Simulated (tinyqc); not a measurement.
Speciation in dilute and buffered hydrofluoric acid, oxide etch rate and bath loading: one step, computed by the program tinyqc. Command: `OMP_NUM_THREADS=1 python tinyqc.py 3120853 3120854 out.jsonl hfetch walk`. One thread of a shared host (Intel(R) Xeon(R) Processor @ 2.30GHz), about 0.01 s of CPU time with the checks.

Concentrations stand for activities, NH4+ and Cl- are spectators, and water ionisation is neglected. H, F and HF2 denote the ions H+, F- and HF2-. The base temperature is 298 K.

Problem. Etch rate. Rate = k_a ([HF] + 2 [H2F2]) + k_b [HF2], an empirical two-term form. Time = oxide/rate; a temperature error changes the rate by exp((E_a/k_B)(1/298 - 1/(298 + error))) - 1.

Inputs (values chosen for the exercise, of the order of those for thermal oxide at room temperature):
```
quantity                         value            unit
rate constant of neutral HF k_a     18  nm L/(min mol)
rate constant of HF2 k_b            54  nm L/(min mol)
activation energy                 0.43              eV
temperature error                  2.6               K
oxide removed per wafer             74              nm
```

[HF] = 0.1095476 mol/L

[H2F2] = 0 mol/L

[HF2] = 1.062162e-04 mol/L

Constants: k_B = 8.617333262e-05 eV/K.

Give: etch rate; share of HF2 in the rate; etch time; rate change from the temperature error.

Solution.

etch rate = 1.9776 nm/min

share of HF2 in the rate = 0.29003 %

etch time = 2245.2 s

rate change from the temperature error = 15.585 %
